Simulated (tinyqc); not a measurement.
Size effects in the resistivity of thin metal films and interconnect lines. Changing the drawn line width w. Computed by tinyqc, a small Python program. Command: `OMP_NUM_THREADS=1 python tinyqc.py 3028692 3028693 out.jsonl size sweep`. One thread of a shared host (Intel(R) Xeon(R) Processor @ 2.30GHz), about 0.02 s of CPU time with the checks.

Electrons lose their drift at surfaces (a share 1 - p of the hits) and at grain boundaries (reflection R), besides bulk scattering. The line sits in a trench with a non-conducting liner on both walls and the bottom; the spacing equals the drawn width.

Inputs (values chosen for the exercise, modelled on silver):
```
quantity                          value         unit
bulk resistivity rho_b             1.61  microohm cm
bulk mean free path lambda         54.8           nm
specularity p                      0.66            -
grain-boundary reflection R        0.53            -
grain size over metal width        0.71            -
aspect ratio (height over width)    2.7            -
liner thickness t                   2.9           nm
line length                          97   micrometre
permittivity of the dielectric k    2.9            -
```

Geometry: line.

Constants: eps_0 = 8.8541878128e-12 F/m.

Method:
- Metal width w_m = w - 2t, height h_m = (aspect ratio) w - t, grain size D = (ratio) w_m.
- Mayadas-Shatzkes: alpha = (lambda/D) R/(1 - R); rho_b/rho = 1 - 3 alpha/2 + 3 alpha^2 - 3 alpha^3 ln(1 + 1/alpha).
- Fuchs-Sondheimer film: rho_b/rho = 1 - (3/(2 kappa))(1 - p) int_0^1 (s - s^3)(1 - exp(-kappa/s))/(1 - p exp(-kappa/s)) ds, f = rho/rho_b, kappa = thickness/lambda, 80 Gauss-Legendre points.
- Line: the excess of a film of thickness w_m and of a film of thickness h_m are added, rho/rho_b = 1 + (f(w_m) - 1) + (f(h_m) - 1), an estimate that holds best when both sides exceed lambda.
- Total: rho = rho_b [1 + surface excess + grain excess]; resistance per length rho/(w_m h_m); capacitance per length C = 2 k eps_0 (aspect ratio + 1/2), a parallel-plate estimate for two neighbours plus a fixed term for the planes above and below; delay 0.38 R C L^2; effective resistivity per drawn area.

One run for each value; columns: (1) drawn line width w (nm); (2) resistance per length (ohm/micrometre); (3) resistivity rho (microohm cm); (4) effective resistivity per drawn area (microohm cm); (5) rho/rho_b from surfaces; (6) rho/rho_b from grains:
```
(1)           (2)     (3)     (4)     (5)     (6)
9.3    7.4946e+03  58.259  175.02  2.9638  34.222
14.0   9.1277e+02  26.122   48.30  2.0088  15.216
22.0   1.5463e+02  14.153   20.21  1.5667   8.224
34.0   3.5417e+01   8.879   11.05  1.3427   5.172
53.0   9.0515e+00   5.990    6.86  1.2095   3.511
81.0   2.7003e+00   4.382    4.78  1.1321   2.590
130.0  7.6457e-01   3.306    3.49  1.0796   1.974
190.0  2.9409e-01   2.763    2.87  1.0532   1.663
300.0  9.8545e-02   2.340    2.39  1.0331   1.420
```

Over the rows, resistance per length (ohm/micrometre) falls from 7490 to 0.0985 (exponent d ln y / d ln x -5.1 between the first rows and -2.4 between the last); resistivity rho (microohm cm) falls from 58.3 to 2.34 (exponent d ln y / d ln x -2.0 between the first rows and -0.36 between the last); effective resistivity per drawn area (microohm cm) falls from 175 to 2.39 (exponent d ln y / d ln x -3.1 between the first rows and -0.39 between the last).  Left out: 6.00 (the liner leaves almost no metal).

Caution (rows 9.30, 14.0, 22.0): for lines much narrower than lambda adding the two film terms and the grain term underestimates the resistivity.

Extremes, crossings and ranges named in words are read from the listed rows.
